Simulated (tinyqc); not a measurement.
From completion time back to temperature T: growth of a silicide layer between metal and silicon: linear-parabolic kinetics, ramp anneals and Kissinger analysis. Computed by tinyqc, a small Python program. Command: `OMP_NUM_THREADS=1 python tinyqc.py 3026310 3026311 out.jsonl silicide inv`. One thread of a shared host (Intel(R) Xeon(R) Processor @ 2.30GHz), about 0.1 s of CPU time with the checks.

One compound layer of thickness x grows by diffusion through itself and reaction at an interface, dx/dt = 1/(2x/K + 1/v), until the metal is used up at x = a h.

Inputs (values chosen for the exercise, modelled on NiSi):

| quantity | value | unit |
|---|---|---|
| metal thickness h | 43 | nm |
| silicide formed per metal thickness a | 2.2 | - |
| prefactor of the parabolic constant K | 3e+14 | nm^2/s |
| activation energy E of K | 1.68 | eV |
| prefactor of the interface velocity v | 2.1e+14 | nm/s |
| activation energy E_v | 1.85 | eV |
| time t | 19 | s |

Constants: k_B = 8.617333262e-05 eV/K.

Method:
- The silicide ends at the thickness a h.
- K = K0 exp(-E/(k_B T)), v = v0 exp(-E_v/(k_B T)).
- Temperatures in kelvin are T(C) + 273.15.
- x^2/K + x/v = t, so x = (K/(2v)) [sqrt(1 + 4 v^2 t/K) - 1], capped at a h; completion time t_c = (a h)^2/K + a h/v, a h being the final thickness; crossover thickness K/v.

Task: A run gave the result below. Find the temperature T, known to lie between 200 and 560 C.

completion time = 1957.287 s

Result:

Each step takes the trial c = (a f_b - b f_a)/(f_b - f_a), f being the result less the target and a, b, c the logarithms of the listed values; c replaces end b, the old b replaces a if the sign of f changed, and otherwise f_a is halved.

Scan of the range:

| temperature T (C) | completion time (s) |
|---|---|
| 200 | 4.62596e+07 |
| 237 | 2.02953e+06 |
| 282 | 8.13009e+04 |
| 335 | 3.45966e+03 |
| 397 | 1.65339e+02 |
| 472 | 8.34019e+00 |
| 560 | 5.03495e-01 |

False position (Illinois rule, in the logarithm of the input) inside the bracket:

| step | end a | end b | trial | completion time (s) |
|---|---|---|---|---|
| 1 | 335.000 | 397.000 | 361.973 | 854.83 |
| 2 | 335.000 | 361.973 | 345.680 | 1959.35 |
| 3 | 361.973 | 345.680 | 345.710 | 1956.30 |
| 4 | 345.680 | 345.710 | 345.700 | 1957.29 |
| 5 | 345.680 | 345.700 | 345.700 | 1957.29 |
| 6 | 345.700 | 345.700 | 345.700 | 1957.29 |

Completion time falls at every point of a 13-point scan of the range (every second point is shown), so one value fits; it is bracketed by 335 and 397. Answer: temperature T = 345.7 C.
